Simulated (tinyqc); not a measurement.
Worked calculation: complex band structure along [001] in sp3s* tight binding. Values are carried at full precision from step to step, so a last printed digit may differ when a step is redone from the rounded ones.

For k = (0, 0, kz) the phase sums are g0 = cos(phi) and g3 = i sin(phi), phi = kz a/4, and the s, pz, s* orbitals of anion (a) and cation (c) decouple from px, py. With z = exp(i phi), H(z) = H0 + z T + T^T/z for any complex z. H0 is diagonal (Esa, Epa, Exa, Esc, Epc, Exc). The anion-cation block is B(z) = z U + W/z and the cation-anion block z W^T + U^T/z, where U has Vss/2 (s,s), Vsapc/2 (s,z), -Vscpa/2 (z,s), Vxx/2 (z,z), Vxapc/2 (s*,z), -Vpaxc/2 (z,s*), and W has the same values with the s-z and s*-z signs reversed. |z| = 1 is a band state, |z| < 1 decays along [001] as exp(-kappa d) over a distance d, kappa = -(4/a) ln|z|. No spin-orbit coupling.

Values chosen for the exercise (out of a larger set: near a published set for AlAs, fitted to gaps, whose masses and valley positions are rough (light masses up to twice too heavy); not measured data):
- p = (-7.578, 0.987, -1.159, 3.608, 7.428, 6.77, -6.693, 1.89, 4.261, 5.146, 5.481, 4.498, 4.971) eV (order Esa, Epa, Esc, Epc, Exa, Exc, Vss, Vxx, Vxy, Vsapc, Vscpa, Vxapc, Vpaxc)
- dE = 1.75 eV (E - Ev)
- a = 5.664 angstrom (lattice constant)

## The layer matrices

Parameters in the order Esa, Epa, Esc, Epc, Exa, Exc, Vss, Vxx, Vxy, Vsapc, Vscpa, Vxapc, Vpaxc. Form H0 and T.

diagonal of H0 (eV): sa -7.5780, za 0.9870, s*a 7.4280, sc -1.1590, zc 3.6080, s*c 6.7700

T (eV):
```
          sa      za      s*a       sc      zc      s*c
sa    0.0000  0.0000   0.0000  -3.3465  2.5730   0.0000
za    0.0000  0.0000   0.0000  -2.7405  0.9450  -2.4855
s*a   0.0000  0.0000   0.0000   0.0000  2.2490   0.0000
sc   -3.3465  2.7405   0.0000   0.0000  0.0000   0.0000
zc   -2.5730  0.9450  -2.2490   0.0000  0.0000   0.0000
s*c   0.0000  2.4855   0.0000   0.0000  0.0000   0.0000
```

## Edges at Gamma

At z = 1 the levels follow from the blocks [[Esa, Vss], [Vss, Esc]] and [[Epa, Vxx], [Vxx, Epc]]: Ev is the lower p root, and the direct gap ends at the lower of the upper roots.

Ev = -0.0024 eV
EG (direct gap) = 3.0566 eV

## Complex wave vectors at one energy in the gap

Solve det(H0 - E + z T + T^T/z) = 0 with E = Ev + dE, as the linear problem [[0, 1], [-T^T, E - H0]] x = z [[1, 0], [0, T]] x. Roots come as z, -z, 1/z and conjugates; list those with 0 < |z| < 1 and Re z, Im z >= 0, by falling |z|. Re kz = arg(z)/(pi/2) in units of 2 pi/a, kappa = -(4/a) ln|z|.

Decaying roots:
```
Re z      Im z     |z|  Re kz (2 pi/a)  kappa (1/angstrom)
0.7600  0.0000  0.7600          0.0000              0.1938
0.1887  0.5571  0.5882          0.7921              0.3748
```

The slowest root has kappa = 0.1938 1/angstrom at Re kz = 0.000: a purely imaginary k at Gamma. The probability falls by exp(-2 kappa d), a factor 48.3 over 1 nm.

## The px, py block

For px and py the determinant gives (E - Epa)(E - Epc) = Vxx^2 cos^2(phi) + Vxy^2 sin^2(phi). With phi = i kappa a/4 this is sinh^2(kappa a/4) = ((E - Epa)(E - Epc) - Vxx^2)/(Vxx^2 - Vxy^2), E = Ev + dE. Parameters in the order Esa, Epa, Esc, Epc, Exa, Exc, Vss, Vxx, Vxy, Vsapc, Vscpa, Vxapc, Vpaxc.

sinh^2(kappa a/4) = 0.34196
kappa of the heavy-hole branch = 0.3925 1/angstrom

This branch decays faster than the slowest root of the s-pz block (0.1938), by a factor 2.02 in kappa.

## Checks

- Largest distance of a level of the 6 x 6 block at kz = 0.37 (2 pi/a) from a level of the full matrix, against zero (eV): both 0.000000.

tinyqc: `OMP_NUM_THREADS=1 python tinyqc.py 1481883 1481884 out.jsonl`; about 0.01 s, one thread, shared Intel(R) Xeon(R) Processor @ 2.30GHz.
